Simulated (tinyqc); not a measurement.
Hydrogen passivation and dissociation of interface defects with a spread of activation energies: one step, computed by the program tinyqc. Command: `OMP_NUM_THREADS=1 python tinyqc.py 3023373 3023374 out.jsonl passivation walk`. One thread of a shared host (Intel(R) Xeon(R) Processor @ 2.30GHz), about 0.01 s of CPU time with the checks.

Active defects P react as P + H2 -> HP + H and HP -> P + H; released atomic hydrogen is removed. All defects start active. Activation energies are normally distributed, independently for the two reactions.

Question. A five-point average. a = k_f0 [H2] exp(-E_f/k_B T), b = k_d0 exp(-E_d/k_B T); the active share of one kind of site is b/(a + b) + (a/(a + b)) exp(-(a + b) t). Gauss-Hermite nodes for a unit normal variable, z = 0, +/-1.355626, +/-2.856970 with weights 0.533333, 0.222076, 0.011257; E_f + s_f z is varied at the mean E_d.

Inputs (values chosen for the exercise, for a model interface): mean passivation energy E_f = 1.52 eV; spread s_f = 0.074 eV; prefactor k_f0 = 8.2e-08 cm^3/s; mean dissociation energy E_d = 2.9 eV; prefactor k_d0 = 4.7e+12 1/s; dissolved hydrogen [H2] = 9e+16 cm^-3; anneal temperature T = 680 K; anneal time t = 230 s.

Ambient: hydrogen.

Constants: k_B = 8.617333262e-05 eV/K.

Give: Nodes; active share, five points.

Answer.

Nodes:
```
z            weight  energy (eV)  rate (1/s)  active share
-2.856970  0.011257       1.3086  1.4776e+00    1.0218e-09
-1.355626  0.222076       1.4197  2.2190e-01    6.8041e-09
0.000000   0.533333       1.5200  4.0056e-02    9.9779e-05
1.355626   0.222076       1.6203  7.2307e-03    1.8956e-01
2.856970   0.011257       1.7314  1.0859e-03    7.7900e-01
```

active share, five points = 0.050918
